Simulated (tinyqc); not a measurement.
Time-dependent dielectric breakdown: cell percolation, Weibull statistics, area scaling and voltage extrapolation: one step, computed by the program tinyqc.

The oxide is divided into columns of area a^2, each holding m = t_ox/a cells (m is taken as continuous). A share lambda(t) = (t/t_1)^alpha of the cells is defective, and a column whose cells are all defective breaks down.

Task: A sample of breakdown times. Each device fails at t = t63 (-ln(1 - u))^(1/beta). Sort the times; median rank F_i = (i - 0.3)/(n_s + 0.4) for n_s devices; W = ln(-ln(1 - F_i)).

characteristic life t63 = 1103.169 s

uniform random numbers u: [0.9449, 0.0524, 0.8990, 0.6153, 0.2494, 0.5578, 0.9484, 0.5607, 0.6518, 0.3319, 0.6350, 0.6744]

Weibull slope beta = 1.544286

Give: Weibull plot.

Result:

Weibull plot:
```
i   t (s)     F_i   ln t       W
1     166  0.0565  5.114  -2.845
2     491  0.1371  6.197  -1.914
3     613  0.2177  6.418  -1.404
4     967  0.2984  6.874  -1.037
5     972  0.3790  6.879  -0.741
6    1071  0.4597  6.976  -0.485
7    1109  0.5403  7.011  -0.252
8    1142  0.6210  7.041  -0.030
9    1189  0.7016  7.081   0.190
10   1888  0.7823  7.543   0.422
11   2198  0.8629  7.695   0.687
12   2230  0.9435  7.710   1.056
```

Caution: t_1 is an input here; in a real oxide it changes with thickness at fixed voltage.
